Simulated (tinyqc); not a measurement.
Inside a calculation (part 3 of 3). Method: UHF in the 3-21g basis, for H3, spin multiplicity 2. Computed by tinyqc, a small Python program that keeps every step (integrals from PySCF). Command: `OMP_NUM_THREADS=1 python tinyqc.py 24244 24245 out.jsonl` (the two numbers bound the seeds that draw the settings). One thread of a shared host (Intel(R) Xeon(R) Processor @ 2.60GHz), about 0.08 s of CPU time with the checks.

Geometry (angstrom):
```
atom         x         y          z
H     0.000000  0.000000   0.000000
H     0.000000  0.000000   0.815000
H     0.000000  0.000000  -0.815000
```

## Iteration 20 (converged): orbitals

converged F(alpha) (hartree), order 1H 1s, 1H 2s, 2H 1s, 2H 2s, 3H 1s, 3H 2s:
$$\begin{pmatrix}
0.019259 & -0.597124 & -0.483597 & -0.507623 & -0.483599 & -0.507631 \\
-0.597124 & -0.527489 & -0.506257 & -0.457880 & -0.506237 & -0.457872 \\
-0.483597 & -0.506257 & -0.068116 & -0.599347 & -0.072381 & -0.233144 \\
-0.507623 & -0.457880 & -0.599347 & -0.442252 & -0.233140 & -0.304176 \\
-0.483599 & -0.506237 & -0.072381 & -0.233140 & -0.068022 & -0.599298 \\
-0.507631 & -0.457872 & -0.233144 & -0.304176 & -0.599298 & -0.442223
\end{pmatrix}$$

converged F(beta) (hartree), order 1H 1s, 1H 2s, 2H 1s, 2H 2s, 3H 1s, 3H 2s:
$$\begin{pmatrix}
-0.067468 & -0.620263 & -0.445737 & -0.507600 & -0.445797 & -0.507638 \\
-0.620263 & -0.466972 & -0.392458 & -0.379476 & -0.392525 & -0.379519 \\
-0.445737 & -0.392458 & 0.344366 & -0.319831 & -0.167315 & -0.276297 \\
-0.507600 & -0.379476 & -0.319831 & -0.235406 & -0.276321 & -0.327165 \\
-0.445797 & -0.392525 & -0.167315 & -0.276321 & 0.344267 & -0.319918 \\
-0.507638 & -0.379519 & -0.276297 & -0.327165 & -0.319918 & -0.235476
\end{pmatrix}$$

X, order 1H 1s, 1H 2s, 2H 1s, 2H 2s, 3H 1s, 3H 2s:
$$\begin{pmatrix}
-0.772958 & 0.000000 & 0.149069 & 1.188364 & 0.000000 & 0.216835 \\
4.004412 & 0.000000 & -0.502172 & -0.082878 & 0.000000 & 0.285538 \\
0.226987 & -0.787344 & 0.885953 & -0.259584 & 0.512270 & 0.167313 \\
-2.211316 & 1.173110 & -0.389797 & -0.309381 & 0.343815 & 0.237814 \\
0.226987 & 0.787344 & 0.885953 & -0.259584 & -0.512270 & 0.167313 \\
-2.211316 & -1.173110 & -0.389797 & -0.309381 & -0.343815 & 0.237814
\end{pmatrix}$$

Diagonalise F' = X^T F X, C = X C', fill 2 alpha and 1 beta electrons from the bottom; D(s) = C_occ C_occ^T. Each column has its largest component positive (the first on a tie).

F' = X^T F X (alpha) (hartree):
$$\begin{pmatrix}
0.852787 & 0.000007 & 0.130396 & -0.557562 & 0.000012 & 0.020516 \\
0.000007 & 0.978226 & 0.000013 & 0.000001 & -0.356709 & 0.000009 \\
0.130396 & 0.000013 & 1.064368 & -0.175624 & -0.000034 & -0.149481 \\
-0.557562 & 0.000001 & -0.175624 & 0.964683 & 0.000034 & -0.032087 \\
0.000012 & -0.356709 & -0.000034 & 0.000034 & -0.288353 & -0.000023 \\
0.020516 & 0.000009 & -0.149481 & -0.032087 & -0.000023 & -0.736820
\end{pmatrix}$$

orbital energies (alpha) (hartree): MO1 -0.750595, MO2 -0.381904, MO3 0.347824, MO4 0.983475, MO5 1.071777, MO6 1.564314

coefficients C (alpha), order 1H 1s, 1H 2s, 2H 1s, 2H 2s, 3H 1s, 3H 2s:
$$\begin{pmatrix}
0.265595 & -0.000032 & 0.233506 & -0.672441 & 0.000157 & -1.225427 \\
0.193828 & -0.000129 & 2.880564 & 1.672132 & -0.000367 & 2.290120 \\
0.233372 & 0.295782 & 0.016377 & -0.654319 & -0.891448 & 0.670160 \\
0.221722 & 0.630216 & -1.853510 & -0.181894 & 1.047595 & -1.294664 \\
0.233322 & -0.295773 & 0.016356 & -0.654020 & 0.891635 & 0.670225 \\
0.221668 & -0.630113 & -1.853569 & -0.182274 & -1.047435 & -1.294715
\end{pmatrix}$$

F' = X^T F X (beta) (hartree):
$$\begin{pmatrix}
0.881462 & 0.000000 & 0.134181 & -0.528109 & 0.000000 & -0.017871 \\
0.000000 & 1.047746 & -0.000002 & 0.000000 & -0.367499 & -0.000003 \\
0.134181 & -0.000002 & 1.187885 & -0.238676 & 0.000014 & -0.011954 \\
-0.528109 & 0.000000 & -0.238676 & 0.972188 & 0.000004 & -0.197727 \\
0.000000 & -0.367499 & 0.000014 & 0.000004 & 0.259518 & 0.000055 \\
-0.017871 & -0.000003 & -0.011954 & -0.197727 & 0.000055 & -0.614141
\end{pmatrix}$$

orbital energies (beta) (hartree): MO1 -0.644149, MO2 0.114762, MO3 0.412995, MO4 1.031123, MO5 1.192503, MO6 1.627425

coefficients C (beta), order 1H 1s, 1H 2s, 2H 1s, 2H 2s, 3H 1s, 3H 2s:
$$\begin{pmatrix}
0.341658 & -0.000021 & 0.214169 & -0.826448 & 0.000041 & -1.110539 \\
0.497345 & -0.000080 & 2.771283 & 2.091405 & -0.000085 & 2.018553 \\
0.159902 & -0.188075 & 0.036552 & -0.567939 & 0.920317 & 0.763105 \\
0.051204 & -0.749807 & -1.876077 & -0.453117 & -0.965453 & -1.211038 \\
0.159949 & 0.188073 & 0.036553 & -0.567995 & -0.920290 & 0.763087 \\
0.051279 & 0.749844 & -1.876057 & -0.453038 & 0.965512 & -1.211027
\end{pmatrix}$$

D(alpha) after iteration 20, order 1H 1s, 1H 2s, 2H 1s, 2H 2s, 3H 1s, 3H 2s:
$$\begin{pmatrix}
0.070540 & 0.051480 & 0.061973 & 0.058868 & 0.061978 & 0.058894 \\
0.051480 & 0.037569 & 0.045196 & 0.042895 & 0.045262 & 0.043046 \\
0.061973 & 0.045196 & 0.141949 & 0.238151 & -0.033034 & -0.134645 \\
0.058868 & 0.042895 & 0.238151 & 0.446334 & -0.134669 & -0.347959 \\
0.061978 & 0.045262 & -0.033034 & -0.134669 & 0.141921 & 0.238090 \\
0.058894 & 0.043046 & -0.134645 & -0.347959 & 0.238090 & 0.446179
\end{pmatrix}$$

D(beta) after iteration 20, order 1H 1s, 1H 2s, 2H 1s, 2H 2s, 3H 1s, 3H 2s:
$$\begin{pmatrix}
0.116730 & 0.169922 & 0.054632 & 0.017494 & 0.054648 & 0.017520 \\
0.169922 & 0.247352 & 0.079526 & 0.025466 & 0.079550 & 0.025503 \\
0.054632 & 0.079526 & 0.025569 & 0.008188 & 0.025576 & 0.008200 \\
0.017494 & 0.025466 & 0.008188 & 0.002622 & 0.008190 & 0.002626 \\
0.054648 & 0.079550 & 0.025576 & 0.008190 & 0.025584 & 0.008202 \\
0.017520 & 0.025503 & 0.008200 & 0.002626 & 0.008202 & 0.002629
\end{pmatrix}$$

## Convergence

Stop when the energy changes by less than 1e-08 hartree and every element of the error matrix X^T (F D S - S D F) X (for each spin) is below 3e-05.

Course of the cycle:
```
iteration  E (hartree)     change  largest element of the error matrix
1           0.83821329          -                             4.30e-01
2          -1.47806606  -2.32e+00                             1.67e-01
3          -1.56908203  -9.10e-02                             4.92e-02
4          -1.57790177  -8.82e-03                             1.98e-02
5          -1.58021150  -2.31e-03                             1.24e-02
6          -1.58105258  -8.41e-04                             8.63e-03
7          -1.58138804  -3.35e-04                             5.88e-03
8          -1.58152644  -1.38e-04                             3.96e-03
9          -1.58158461  -5.82e-05                             2.65e-03
10         -1.58160934  -2.47e-05                             1.76e-03
11         -1.58161995  -1.06e-05                             1.17e-03
12         -1.58162452  -4.57e-06                             7.73e-04
13         -1.58162649  -1.98e-06                             5.11e-04
14         -1.58162735  -8.57e-07                             3.38e-04
15         -1.58162772  -3.72e-07                             2.23e-04
16         -1.58162789  -1.62e-07                             1.47e-04
17         -1.58162796  -7.04e-08                             9.73e-05
18         -1.58162799  -3.06e-08                             6.42e-05
19         -1.58162800  -1.33e-08                             4.24e-05
20         -1.58162801  -5.80e-09                             2.80e-05
```

PySCF UHF in the same basis, after a stability check = -1.58162801 hartree

Converged in 20 iterations.

## Populations, bond orders and dipole

overlap S, order 1H 1s, 1H 2s, 2H 1s, 2H 2s, 3H 1s, 3H 2s:
$$\begin{pmatrix}
1.000000 & 0.645899 & 0.336600 & 0.451190 & 0.336600 & 0.451190 \\
0.645899 & 1.000000 & 0.451190 & 0.804717 & 0.451190 & 0.804717 \\
0.336600 & 0.451190 & 1.000000 & 0.645899 & 0.016552 & 0.153966 \\
0.451190 & 0.804717 & 0.645899 & 1.000000 & 0.153966 & 0.419346 \\
0.336600 & 0.451190 & 0.016552 & 0.153966 & 1.000000 & 0.645899 \\
0.451190 & 0.804717 & 0.153966 & 0.419346 & 0.645899 & 1.000000
\end{pmatrix}$$

Mulliken: Z minus the diagonal of D S on the atom; Loewdin: the same with S^(1/2) D S^(1/2); Mayer order: 2 sum_s sum (D(s) S)_ij (D(s) S)_ji over the two atoms.

Charges (e):
```
atom   Mulliken    Loewdin  Mulliken spin
1H    -0.128396   0.021147      -0.369520
2H     0.064200  -0.010560       0.684858
3H     0.064196  -0.010587       0.684663
```

Mayer bond orders:
```
pair     order
2-1   0.423337
3-1   0.423632
3-2   0.049883
```

dipole moment about the origin, x y z (debye): [0.000000, 0.000000, 0.000032]

<S^2> of the determinant (pure state: 0.75) = 0.773404
